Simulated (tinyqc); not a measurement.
Changing the embedding exponent gamma: Gupta-type many-body potential for a metal. Computed by tinyqc, a small Python program. Command: `OMP_NUM_THREADS=1 python tinyqc.py 3014130 3014131 out.jsonl gupta sweep`. One thread of a shared host (Intel(R) Xeon(R) Processor @ 2.30GHz), about 0.02 s of CPU time with the checks.

E_i = sum_j A exp(-p (r_ij/r0 - 1)) - xi rho_i^gamma, with rho_i = sum_j exp(-2 q (r_ij/r0 - 1)); gamma = 1/2 is the tight-binding second-moment form. The crystal is fcc unless stated; d is the neighbour distance and a fixed number of shells is kept.

Inputs (values chosen for the exercise, modelled on palladium):
```
quantity               value      unit
repulsion A            0.175        eV
hopping xi              1.78        eV
decay p                 11.1         -
decay q                 3.77         -
reference distance r0  2.749  angstrom
shells kept                2         -
```

Constants: 1 eV/angstrom^3 = 160.2176634 GPa.

Method:
- fcc shells: d sqrt(k), k = 1..5, with 12, 6, 24, 12, 24 atoms; Omega = d^3/sqrt2.
- Equilibrium: dE/dd = 0; B = d^2 E''(d)/(9 Omega).
- Repulsion and density of one neighbour in each shell, and their sums.
- Each neighbour j of the vacancy loses one repulsive term and one density term: E_v = sum_shells count x {-repulsion - xi [(rho - density)^gamma - rho^gamma]}. (The removed atom returns to a bulk-like site, so its own energy cancels.)
- Second derivatives of E/Omega at equilibrium under homogeneous strain: e_xx = h gives C11; e_xx = -e_yy = h gives 2 (C11 - C12); e_xy = e_yx = h/2 gives C44.

One run for each value; columns: (1) embedding exponent gamma; (2) ratio E_v/E_c, E_c = xi rho^gamma less the repulsive energy; (3) Cauchy pressure C12 - C44 (GPa); (4) cohesive energy E_c (eV); (5) neighbour distance d (angstrom):
```
(1)       (2)     (3)     (4)     (5)
0.40  0.18823   64.64   2.960  2.9072
0.47  0.23437   93.43   3.694  2.7954
0.54  0.28676  137.88   4.850  2.6755
0.69  0.42797  364.60  10.934  2.3693
0.76  0.51308  633.84  18.588  2.1903
```

Give the missing row, embedding exponent gamma = 0.61.

Computed row; columns: (1) embedding exponent gamma; (2) ratio E_v/E_c, E_c = xi rho^gamma less the repulsive energy; (3) Cauchy pressure C12 - C44 (GPa); (4) cohesive energy E_c (eV); (5) neighbour distance d (angstrom):
```
(1)       (2)     (3)    (4)     (5)
0.61  0.34692  210.79  6.774  2.5429
```

Interpolating between the two neighbouring rows (linearly) misses most in Cauchy pressure C12 - C44 (GPa), by 16 %. Over the rows, ratio E_v/E_c, E_c = xi rho^gamma less the repulsive energy rises from 0.188 to 0.513 (exponent d ln y / d ln x 1.4 between the first rows and 1.9 between the last); Cauchy pressure C12 - C44 (GPa) rises from 64.6 to 634 (exponent d ln y / d ln x 2.3 between the first rows and 5.7 between the last); cohesive energy E_c (eV) rises from 2.96 to 18.6 (exponent d ln y / d ln x 1.4 between the first rows and 5.5 between the last). As gamma approaches 1 the embedding term becomes a sum of pair terms, for which E_v/E_c = 1 and C12 = C44. The Cauchy pressure still grows in these rows, because at fixed xi a larger gamma binds harder, contracts the lattice and raises all stiffnesses. Left out: 0.830, 0.900 (the structure has no minimum in range).

Extremes, crossings and ranges named in words are read from the listed rows.
